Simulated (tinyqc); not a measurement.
Worked calculation: one-electron ion in a basis of Gaussians. One step of it, computed by the program tinyqc.

Question. Matrices over normalised Gaussians. With p = a_i + a_j and I(k) = Gamma((k+1)/2) / (2 p^((k+1)/2)): S = I(2l+2), T = (2l+3) a_i a_j S / p, V = -Z I(2l+1), each divided by sqrt(S_ii S_jj).

exponents of r^l exp(-a r^2) (1/bohr^2): [0.047620, 0.127500]

Z = 2

l = 1

Give: S; T; V.

Answer.

S:
```
[[1.0000, 0.7471],
 [0.7471, 1.0000]]
```

T (hartree):
```
[[0.1191, 0.1295],
 [0.1295, 0.3187]]
```

V (hartree):
```
[[-0.4643, -0.4704],
 [-0.4704, -0.7597]]
```
